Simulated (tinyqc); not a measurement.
## Long-channel MOSFET, surface-potential model: output curve

n-channel transistor on a uniformly doped p-type body, gradual-channel approximation, constant mobility, Boltzmann statistics, full ionisation. Potentials are counted from the neutral body; V is the electron quasi-Fermi potential, Vsb at the source and Vsb + Vds at the drain. Charges are magnitudes per area.

ni = sqrt(Nc Nv) exp(-Eg/(2 Vt)), Eg in volts; phiF = Vt ln(Na/ni); Cox = eps0 eox/tox; gamma = sqrt(2 q eps0 eps_r Na)/Cox. The surface potential psi at channel potential V solves Vgs + Vsb - Vfb - psi = gamma sqrt(G), G = psi - Vt + Vt exp((psi - 2 phiF - V)/Vt). Charge sheet: Qi = Cox gamma [sqrt(G) - sqrt(psi - Vt)]; I = mu (W/L) [integral of Qi dpsi from psi_0 to psi_L (drift) + Vt (Qi0 - QiL) (diffusion)], with psi_0 at V = Vsb and psi_L at V = Vsb + Vds. Pao-Sah: Qi(V) = (Cox gamma/2) integral from 3 Vt to psi of exp((u - 2 phiF - V)/Vt)/sqrt(G(u, V)) du, and I = mu (W/L) integral of Qi dV from Vsb to Vsb + Vds. Square law: VT = Vfb + 2 phiF + gamma sqrt(2 phiF + Vsb), m = 1 + gamma/(2 sqrt(2 phiF + Vsb)), I = mu Cox (W/L) [(Vgs - VT) v - m v^2/2] with v the smaller of Vds and (Vgs - VT)/m, and zero below VT.

Values chosen for this exercise; material values close to those of silicon:
- T = 293 K (temperature)
- Eg = 1.14 eV (band gap)
- eps_r = 11.8 (relative permittivity of the semiconductor)
- Nc = 2.7e19 cm^-3 (conduction-band density of states at T)
- Nv = 2.58e19 cm^-3 (valence-band density of states at T)
- Na = 3.9e17 cm^-3 (acceptor density of the body)
- eox = 25.6 (relative permittivity of the gate insulator)
- tox = 30 nm (insulator thickness)
- Vfb = -0.96 V (flat-band voltage)
- mu = 170 cm^2/(V s) (channel mobility)
- W = 2 um (gate width)
- L = 2 um (gate length)
- Vsb = 0 V (source-body reverse bias)
- Vgs = 0.73 V (gate-source voltage)

Constants: q = 1.602176634e-19 C, kB = 1.380649e-23 J/K, Vt = kB T/q, eps0 = 8.8541878128e-14 F/cm where lengths are in cm. Results are converted to the units shown.

Results:

| Vds (V) | psi_L (V) | QiL (nC/cm^2) | I, charge sheet (uA) | I, Pao-Sah (uA) | I, square law (uA) |
|---|---|---|---|---|---|
| 0.04 | 1.053 | 115.2 | 0.8764 | 0.8996 | 1.425 |
| 0.08 | 1.085 | 85.47 | 1.548 | 1.589 | 2.594 |
| 0.13 | 1.121 | 51.50 | 2.120 | 2.175 | 3.693 |
| 0.17 | 1.146 | 28.60 | 2.386 | 2.447 | 4.285 |
| 0.22 | 1.167 | 9.198 | 2.537 | 2.601 | 4.663 |
| 0.3 | 1.176 | 0.5641 | 2.581 | 2.646 | 4.702 |
| 0.35 | 1.177 | 0.07953 | 2.584 | 2.648 | 4.702 |
| 0.39 | 1.177 | 0.01636 | 2.584 | 2.649 | 4.702 |

Estimate the missing row, Vds = 0.26 V.

Computed row:

| Vds (V) | psi_L (V) | QiL (nC/cm^2) | I, charge sheet (uA) | I, Pao-Sah (uA) | I, square law (uA) |
|---|---|---|---|---|---|
| 0.26 | 1.174 | 2.525 | 2.572 | 2.637 | 4.702 |

With this row back in the table: The Pao-Sah current rises from 0.900 to 2.65 uA, while the charge at the drain end falls from 115 to 0.0164 nC/cm^2. The current first comes within 1 % of its last value at Vds = 0.26 V among the rows listed; the square law saturates at (Vgs - VT)/m = 0.242 V. Over the last two rows psi_L moves by less than 1 mV: the drain has lost hold of the surface potential, so the current no longer grows. In the last row the charge sheet is 2.5 % below Pao-Sah and the square law 78 % above it. In every row the surface electron density at the source passes 0.3 Nc, where degeneracy and quantisation, left out here, matter.

Numbers from tinyqc (`OMP_NUM_THREADS=1 python tinyqc.py 2360143 2360144 out.jsonl`; about 0.05 s on one thread of a shared Intel Xeon 2.30GHz).
